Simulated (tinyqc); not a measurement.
Worked calculation: Pariser-Parr-Pople SCF with singles CI, for the molecule Clc1nnc2[nH]cnc2n1 (SMILES; centres numbered as the heavy atoms are written). Computed by tinyqc, a small Python program that keeps every step. Settings: charge = 0, gamma = Ohno, start = huckel, damping = 0, iteration cap = 82, excitations kept = 6. Command: `OMP_NUM_THREADS=1 python tinyqc.py 30516 30517 out.jsonl` (the two numbers bound the seeds that draw the settings). One thread of a shared host (Intel(R) Xeon(R) Processor @ 2.60GHz), about 0.01 s of CPU time with the checks. Later iterations appear only in the table of the cycle.

## PPP integrals

Centres (angstrom, eV; a flat drawing with bonds scaled to 1.40 angstrom):
```
centre          x          y  core charge z          W   gamma_rr
1Cl     -3.206000   0.690000              2  26.000000  13.000000
2C      -1.887000   0.221000              1  11.160000  11.130000
3N      -1.633000  -1.155000              1  14.100000  12.300000
4N      -0.314000  -1.624000              1  14.100000  12.300000
5C       0.752000  -0.715000              1  11.160000  11.130000
6N       2.140000  -0.899000              2  25.600000  16.800000
7C       2.743000   0.364000              1  11.160000  11.130000
8N       1.729000   1.328000              1  14.100000  12.300000
9C       0.498000   0.661000              1  11.160000  11.130000
10N     -0.822000   1.130000              1  14.100000  12.300000
```

Resonance integrals (eV):
```
i    j       beta
1    2  -1.590000
2    3  -2.510000
3    4  -2.510000
4    5  -2.510000
5    6  -2.240000
6    7  -2.240000
7    8  -2.510000
8    9  -2.510000
9   10  -2.510000
10   2  -2.510000
9    5  -2.390000
```

Ohno: gamma = 14.399645/sqrt(R^2 + a^2), a = 2 x 14.399645/(gamma_rr + gamma_ss); H_rr = -W_r - sum_(s != r) z_s gamma_rs; H_rs = beta for bonds.

repulsion gamma_rs (eV), lower triangle:
```
           1Cl         2C         3N         4N         5C         6N         7C         8N
1Cl  13.000000
2C    7.827538  11.130000
3N    5.376106   7.731545  12.300000
4N    3.716237   5.297283   7.890640  12.300000
5C    3.297934   4.668361   5.296040   7.726263  11.130000
6N    2.543988   3.344746   3.683689   5.248505   8.281108  16.800000
7C    2.369808   2.994007   3.004652   3.741969   5.521135   8.283330  11.130000
8N    2.820911   3.621278   3.317602   3.813395   5.588474   5.826479   7.731991  12.300000
9C    3.700142   5.238603   4.709223   5.296490   7.556054   5.786313   5.521171   7.728919
10N   5.376593   7.728634   5.348082   4.744040   5.296156   3.866499   3.742147   5.117547

            9C        10N
9C   11.130000
10N   7.726570  12.300000
```

core matrix H (eV), lower triangle:
```
            1Cl          2C          3N          4N          5C          6N          7C          8N
1Cl  -65.573244
2C    -1.590000  -70.784281
3N     0.000000   -2.510000  -69.517374
4N     0.000000    0.000000   -2.510000  -70.539563
5C     0.000000    0.000000    0.000000   -2.510000  -75.970566
6N     0.000000    0.000000    0.000000    0.000000   -2.240000  -75.008644
7C     0.000000    0.000000    0.000000    0.000000    0.000000   -2.240000  -64.723347
8N     0.000000    0.000000    0.000000    0.000000    0.000000    0.000000   -2.510000  -68.313987
9C     0.000000    0.000000    0.000000    0.000000   -2.390000    0.000000    0.000000   -2.510000
10N    0.000000   -2.510000    0.000000    0.000000    0.000000    0.000000    0.000000    0.000000

             9C         10N
9C   -73.909939
10N   -2.510000  -72.289357
```

## Starting guess

pi electrons, sum of z_r less the charge = 12

Orbitals of the Hueckel matrix of the beta values.

P at the start, lower triangle:
```
           1Cl         2C         3N         4N         5C         6N         7C         8N
1Cl   1.803186
2C    0.422883   1.038684
3N   -0.185060   0.552024   1.100713
4N   -0.073194  -0.038143   0.726657   1.027450
5C    0.160898  -0.204817  -0.111406   0.563936   1.127421
6N   -0.053187   0.112693  -0.163665  -0.086733   0.539020   1.289389
7C   -0.080907   0.094847   0.140495  -0.143337  -0.167221   0.654442   1.119598
8N    0.107548  -0.142782   0.097570   0.050677  -0.171626  -0.300759   0.661302   1.250117
9C   -0.009541  -0.060733  -0.232599   0.069280   0.487167  -0.217440  -0.137888   0.564672
10N  -0.299226   0.652509   0.017057  -0.333084   0.014081   0.099216  -0.131454  -0.131584

           9C       10N
9C   1.093000
10N  0.553345  1.150443
```

## Iteration 1: Fock matrix

F_rr = H_rr + P_rr gamma_rr / 2 + sum_(s != r) P_ss gamma_rs; F_rs = H_rs - P_rs gamma_rs / 2; E = tr P (H + F) / 2 + core repulsion sum_(r<s) z_r z_s gamma_rs.

F (eV), lower triangle:
```
            1Cl         2C         3N         4N         5C          6N         7C         8N
1Cl  -12.578633
2C    -3.245066  -4.864455
3N     0.497451  -4.643999  -7.384194
4N     0.136004   0.101026  -5.376893  -7.650536
5C    -0.265316   0.478081   0.295005  -4.688558  -6.936008
6N     0.067654  -0.188464   0.301445   0.227609  -4.471842  -10.002404
7C     0.095867  -0.141986  -0.211069   0.268181   0.461624   -4.950479  -7.047076
8N    -0.151692   0.258526  -0.161849  -0.096626   0.479564    0.876183  -5.066590  -7.402945
9C     0.017651   0.159079   0.547681  -0.183471  -4.230530    0.629089   0.380650  -4.692151
10N    0.804409  -5.031500  -0.045612   0.790082  -0.037286   -0.191810   0.245961   0.336694

            9C        10N
9C   -4.376537
10N  -4.647728  -6.741777
```

pi energy = -195.235750 eV

## Iteration 1: orbitals and new P

Diagonalise F (the basis is taken as orthonormal) and form P = 2 sum c c over the lowest orbitals.

orbital energies (eV): -16.775203  -14.985657  -13.707198  -12.733157  -10.931663  -10.312735  -1.386816  0.553283  1.326457  3.968124

P after iteration 1, lower triangle:
```
           1Cl         2C         3N         4N         5C         6N         7C         8N
1Cl   1.902224
2C    0.328066   0.871235
3N   -0.133907   0.564506   1.141099
4N   -0.030288  -0.044656   0.712989   1.082708
5C    0.102832  -0.236213  -0.164197   0.576041   1.118445
6N   -0.032997   0.103012  -0.103210  -0.100266   0.478806   1.454574
7C   -0.036282   0.070493   0.166813  -0.129366  -0.224909   0.619030   1.053274
8N    0.059255  -0.141064   0.034048   0.071058  -0.109832  -0.316416   0.692804   1.277340
9C   -0.011320  -0.012138  -0.257927   0.077486   0.515309  -0.205521  -0.098197   0.543957
10N  -0.207116   0.680961   0.044887  -0.335006   0.058055   0.078392  -0.151368  -0.073591

           9C       10N
9C   0.911168
10N  0.553163  1.187932
```

## Iteration 2: Fock matrix

As before.

F (eV), lower triangle:
```
            1Cl         2C         3N         4N         5C         6N         7C         8N
1Cl  -12.984119
2C    -2.873974  -4.668318
3N     0.359950  -4.692250  -7.665795
4N     0.056280   0.118277  -5.322971  -7.642961
5C    -0.169567   0.551364   0.434796  -4.735322  -6.821730
6N     0.041972  -0.172275   0.190098   0.263123  -4.222522  -9.856451
7C     0.042991  -0.105528  -0.250608   0.242042   0.620878  -4.803814  -6.689102
8N    -0.083577   0.255416  -0.056479  -0.135486   0.306896   0.921795  -5.188376  -8.031852
9C     0.020942   0.031793   0.607317  -0.205203  -4.336851   0.594604   0.271080  -4.612100
10N    0.556790  -5.141449  -0.120030   0.794640  -0.153734  -0.151550   0.283221   0.188302

            9C        10N
9C   -4.394435
10N  -4.647026  -7.717407
```

pi energy = -196.356914 eV

## Iteration 2: orbitals and new P

As before.

orbital energies (eV): -16.739585  -15.036628  -13.857145  -13.016604  -11.179993  -10.587014  -1.486485  0.588811  1.233026  3.609447

P after iteration 2, lower triangle:
```
           1Cl         2C         3N         4N         5C         6N         7C         8N
1Cl   1.929682
2C    0.287749   0.804507
3N   -0.117531   0.568174   1.169847
4N   -0.019773  -0.035844   0.703030   1.077026
5C    0.082662  -0.244854  -0.177964   0.588937   1.113687
6N   -0.025524   0.094518  -0.084425  -0.101053   0.454790   1.486867
7C   -0.027133   0.072121   0.166581  -0.136531  -0.221139   0.621162   1.005439
8N    0.042705  -0.129707   0.025907   0.069646  -0.101900  -0.315651   0.694894   1.318220
9C   -0.008146  -0.010725  -0.267462   0.095326   0.521081  -0.197051  -0.087892   0.525989
10N  -0.169046   0.681065   0.038869  -0.329399   0.064226   0.069968  -0.149317  -0.070749

           9C       10N
9C   0.853188
10N  0.550362  1.241537
```

## Convergence

Stop when output and input P, before any damping, agree to 1e-7.

Course of the cycle:
```
iteration         E (eV)  largest |P(out) - P(in)|
1          -195.23575004                  1.82e-01
2          -196.35691434                  6.67e-02
3          -196.52022332                  3.11e-02
4          -196.55906074                  1.55e-02
5          -196.57017194                  8.64e-03
6          -196.57380254                  5.03e-03
7          -196.57509447                  2.99e-03
8          -196.57557775                  1.80e-03
9          -196.57576367                  1.10e-03
10         -196.57583634                  6.72e-04
11         -196.57586500                  4.14e-04
...                  ...                       ...
20         -196.57588391                  6.78e-06
21         -196.57588391                  4.34e-06
22         -196.57588391                  2.78e-06
23         -196.57588391                  1.78e-06
24         -196.57588391                  1.14e-06
25         -196.57588391                  7.34e-07
26         -196.57588391                  4.71e-07
27         -196.57588391                  3.02e-07
28         -196.57588391                  1.94e-07
29         -196.57588391                  1.25e-07
30         -196.57588391                  8.02e-08
```

Converged in 30 iterations.

## Converged orbitals

Charges are z - P_rr.

orbital energies (eV): -16.786617  -15.043723  -13.879745  -13.050458  -11.299313  -10.721379  -1.515195  0.577313  1.153323  3.563298

coefficients:
```
          MO1        MO2        MO3        MO4        MO5        MO6        MO7        MO8
1Cl  0.112775   0.416138   0.544157   0.635682  -0.026055  -0.293151   0.043704  -0.123041
2C   0.217310   0.393146   0.177247  -0.075119   0.020473   0.360734  -0.162754   0.565199
3N   0.283980   0.423612  -0.279138  -0.028789   0.441711   0.274443  -0.383861  -0.211564
4N   0.365700   0.239437  -0.473985   0.052532   0.179072  -0.274754   0.549128  -0.176895
5C   0.444522  -0.072733  -0.277159   0.079538  -0.385060  -0.360006  -0.175814   0.503796
6N   0.407550  -0.387401  -0.077740   0.422077  -0.257995   0.435782  -0.196119  -0.357396
7C   0.305927  -0.382265   0.209405   0.120819   0.351426   0.229056   0.438897   0.309423
8N   0.301726  -0.278533   0.350765  -0.260733   0.487969  -0.291878  -0.193601  -0.061450
9C   0.325927  -0.035723   0.180264  -0.346484  -0.203119  -0.304606  -0.259218  -0.255192
10N  0.266687   0.234812   0.296064  -0.446735  -0.392457   0.288391   0.395008  -0.207787

           MO9       MO10
1Cl   0.070284  -0.072849
2C   -0.342049   0.409474
3N    0.354366  -0.270277
4N   -0.271787   0.259334
5C    0.101504  -0.375589
6N   -0.261504   0.092655
7C    0.482656   0.067354
8N   -0.466411  -0.241370
9C    0.385895   0.569803
10N  -0.022813  -0.386776
```

pi charges: 1Cl 0.054592, 2C 0.261210, 3N -0.218532, 4N -0.052089, 5C -0.127818, 6N 0.486327, 7C 0.051735, 8N -0.365888, 9C 0.211815, 10N -0.301353

## Singles CI, singlets

Over the 6 single excitations with the smallest orbital gaps: A = (e_a - e_i) delta + 2 (ia|jb) - (ij|ab), with (pq|rs) = sum c_mp c_mq gamma_mn c_nr c_ns. f = 2/3 w |mu|^2 in atomic units, mu = sqrt2 sum c_ia sum_m c_mi c_ma R_m.

singlet CI matrix (eV), lower triangle:
```
           6>7        5>7        6>8        4>7       6>9       5>8
6>7   4.882263
5>7  -0.010289   5.339780
6>8   0.124413  -0.773480   6.631281
4>7  -0.272924   0.118133  -0.296766   6.912393
6>9   0.106760   0.364006   0.133950  -0.137584  7.020169
5>8   0.772682   0.065931  -0.043667   0.085642  0.028564  6.867490
```

singlet excitation energies (eV): 4.575345  4.906812  6.604216  7.039966  7.191443  7.335592

oscillator strengths: 0.339353  0.176014  0.246795  0.365032  1.189863  0.361921

## Singles CI, triplets

Over the 6 single excitations with the smallest orbital gaps: A = (e_a - e_i) delta - (ij|ab), with (pq|rs) = sum c_mp c_mq gamma_mn c_nr c_ns.

triplet CI matrix (eV), lower triangle:
```
           6>7        5>7        6>8        4>7       6>9       5>8
6>7   3.278473
5>7  -0.107794   3.735071
6>8   0.029577   0.084993   4.995201
4>7  -0.282262  -0.119227  -0.604947   6.357281
6>9   0.089655   0.345298  -0.075823  -0.581368  5.956013
5>8   0.084993  -0.137872  -0.110787   0.301094  0.206585  5.876167
```

triplet excitation energies (eV): 3.218696  3.691074  4.710372  5.489489  6.124209  6.964366
